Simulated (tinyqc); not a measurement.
# Polycrystalline film, grain-boundary barriers (Seto model): effect of the temperature

One-dimensional grains of size Lg with donors N; each boundary has Qt acceptor-like traps per area at one level Et below the band edge. Trapped electrons qt deplete a width w = qt/N (both sides together) and raise a barrier Vb = q N w^2/(8 eps0 eps_r). Current crosses the barriers by thermionic emission at small bias. Abrupt depletion, full ionisation, Boltzmann statistics.

Nc is given at 300 K and scales as (T/300 K)^1.5; mg and vc are fixed. Partly depleted grains: the density at the grain centre is n0 = N and qt = Qt/(1 + 2 (Nc/N) exp((Vb - Et)/Vt)). If that gives qt >= N Lg, the grains are fully depleted: qt = N Lg, w = Lg and n0 = 2 Nc exp((Vb - Et)/Vt)/(Qt/(N Lg) - 1). Resistivity: barriers rb = Vt exp(Vb/Vt)/(q n0 vc Lg), grain interior rg = (1 - w/Lg)/(q mg N); effective mobility 1/(q N (rb + rg)).

Values chosen for this exercise; values close to those of polycrystalline silicon: relative permittivity of the semiconductor eps_r = 11.7; grain size Lg = 30 nm; trap density at a boundary Qt = 3.4e12 cm^-2; donor density N = 8.8e17 cm^-3; mobility inside a grain mg = 100 cm^2/(V s); collection velocity at the barrier vc = 7.6e6 cm/s; conduction-band density of states at the reference temperature Nc = 2.8e19 cm^-3; trap level below the band edge Et = 0.45 eV.

Constants: q = 1.602176634e-19 C, kB = 1.380649e-23 J/K, Vt = kB T/q, eps0 = 8.8541878128e-14 F/cm where lengths are in cm. Results are converted to the units shown.

The same in every row: w/Lg = 1.0000; Vb (V) = 0.15311.

Result of one run:

| T (K) | n0 (cm^-3) | resistivity (ohm cm) |
|---|---|---|
| 340 | 9.3280e15 | 159.95 |

What becomes of these results when the temperature T is changed from 340 to 310 K, all else the same?

Result of the changed run:

| T (K) | n0 (cm^-3) | resistivity (ohm cm) |
|---|---|---|
| 310 | 3.0461e15 | 740.56 |

The whole series:

| T (K) | n0 (cm^-3) | resistivity (ohm cm) |
|---|---|---|
| 220 | 1.9311e13 | 8.6468e5 |
| 250 | 1.5319e14 | 46996 |
| 280 | 7.9487e14 | 4736.9 |
| 310 | 3.0461e15 | 740.56 |
| 340 | 9.3280e15 | 159.95 |
| 370 | 2.4082e16 | 44.136 |
| 400 | 5.4421e16 | 14.728 |
| 430 | 1.1063e17 | 5.7133 |

As T goes from 220 to 430 K, the barrier stays at 0.153 V and the resistivity falls from 8.65e5 to 5.71 ohm cm. The grains are fully depleted in 8 of the 8 rows. The activation energy between the first two rows is 0.460 eV.

Program tinyqc, `OMP_NUM_THREADS=1 python tinyqc.py 2610103 2610104 out.jsonl`; Intel Xeon 2.30GHz, shared host, one thread, about 0.01 s.
